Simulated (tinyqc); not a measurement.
# Haynes-Shockley experiment: drift, diffusion and decay of a minority-carrier pulse, step by step

A worked calculation. Computed by tinyqc, a small Python program that keeps every step. Command: `OMP_NUM_THREADS=1 python tinyqc.py 3110782 3110783 out.jsonl haynes walk`. One thread of a shared host (Intel(R) Xeon(R) Processor @ 2.30GHz), about 0.01 s of CPU time with the checks. Intermediate numbers are printed to about 7 digits and carried at full precision; extremes and crossings named in words are read from the listed rows.

A thin sheet of excess carriers is made at x = 0, t = 0 in a long uniform bar; injection is low, so the pulse moves with the minority mobility.

Inputs (values chosen for the exercise, modelled on electrons in p-type germanium in a lightly doped bar):
```
quantity                     value         unit
minority mobility mu          3440   cm^2/(V s)
lifetime tau                    35  microsecond
temperature T                  300            K
field F                          2         V/cm
distance d to the collector    0.8           cm
second distance d2             1.6           cm
injected sheet density N0    3e+09       1/cm^2
```

Constants: k_B = 8.617333262e-05 eV/K.

## Transport coefficients

D = mu k_B T/e, v = mu F. Transit time d/v, diffusion length sqrt(D tau), drift length v tau, Peclet number v d/D = e F d/(k_B T).

D = 88.93088 cm^2/s

drift velocity v = 6880 cm/s

transit time d/v = 116.2791 microsecond

diffusion length = 557.9051 micrometre

drift length v tau = 0.2408 cm

Peclet number = 61.89076

The pulse must travel 3.32 drift lengths.

## The signal at the collector

dn(x, t) = N0/sqrt(4 pi D t) exp(-(x - v t)^2/(4 D t) - t/tau). At fixed x the signal peaks where d ln(dn)/dt = 0: a t^2 + t/2 - x^2/(4 D) = 0 with a = v^2/(4 D) + 1/tau. The full width at half maximum is found by solving dn(x, t) = peak/2 on both sides of the peak.

time of the peak t_p = 103.9674 microsecond

peak density = 3.717217e+08 1/cm^3

width at half maximum = 42.13599 microsecond

The peak comes 11 % before d/v, since spreading and recombination both weaken the later part of the pulse.

## Shape in time

Times are 0.7, 0.8, 0.9, 0.95, 1, 1.05, 1.1, 1.2 and 1.4 t_p.

Signal at d:
```
t/t_p  t (microsecond)   dn (1/cm^3)    dn/peak
0.70           72.7772  4.132891e+07  0.1111824
0.80           83.1739  1.582966e+08  0.4258470
0.90           93.5707  3.075226e+08  0.8272926
0.95           98.7691  3.554032e+08  0.9561001
1.00          103.9674  3.717217e+08  1.0000000
1.05          109.1658  3.569330e+08  0.9602157
1.10          114.3642  3.183568e+08  0.8564385
1.20          124.7609  2.106406e+08  0.5666621
1.40          145.5544  5.310133e+07  0.1428524
```

At 0.9 and 1.1 t_p the signal is 0.827 and 0.856 of its peak: the trailing side is the wider one.

## Simple reading of the pulse

With w the full width at half maximum: mu = d/(F t_p); D = (w d)^2/(16 ln2 t_p^3); Einstein ratio D/mu against k_B T/e.

apparent mobility = 3847.359 cm^2/(V s)

apparent D = 91.16937 cm^2/s

apparent D/mu = 23.69661 mV

error of mu = 11.84182 %

error of D = 2.517112 %

The true k_B T/e is 25.85 mV.

## Two distances

Differences remove part of the bias: mu = (d2 - d)/(F (t_p2 - t_p)). The time-integrated signal is A(x) = (N0/u) exp(x (v - u)/(2 D)), u = sqrt(v^2 + 4 D/tau); the simple lifetime is tau = (t_p2 - t_p)/ln(A(d)/A(d2)).

t_p2 = 209.4645 microsecond

mobility from two distances = 3791.573 cm^2/(V s)

area ratio A(d)/A(d2) = 23.59021

lifetime from areas = 33.37637 microsecond

Errors: mobility +10.22 % (one distance +11.84 %), lifetime -4.64 %.

## How the errors depend on the field

With w that width: mu = d/(F t_p); D = (w d)^2/(16 ln2 t_p^3). The field is scaled by the factors listed.

Errors of the simple reading:
```
factor  F (V/cm)     v d/D  v^2 tau/(4 D)  error of mu (%)  error of D (%)
0.5          1.0   30.9454         1.1643         39.61019        4.104677
0.7          1.4   43.3235         2.2821         22.25537        3.319157
1.0          2.0   61.8908         4.6573         11.84182        2.517112
1.5          3.0   92.8361        10.4789          5.74550        1.759745
2.5          5.0  154.7269        29.1080          2.35159        1.082501
4.0          8.0  247.5631        74.5165          1.07350        0.681990
7.0         14.0  433.2353       228.2067          0.44995        0.390820
```

The error of mu falls from 39.6 to 0.450 %. For large v d/D it is about D/(v d) + 2 D/(v^2 tau), here 0.450 % in the last row: one part from spreading, one from recombination.

Checks made by the program: area of the signal against its closed form (relative difference below 1e-10).
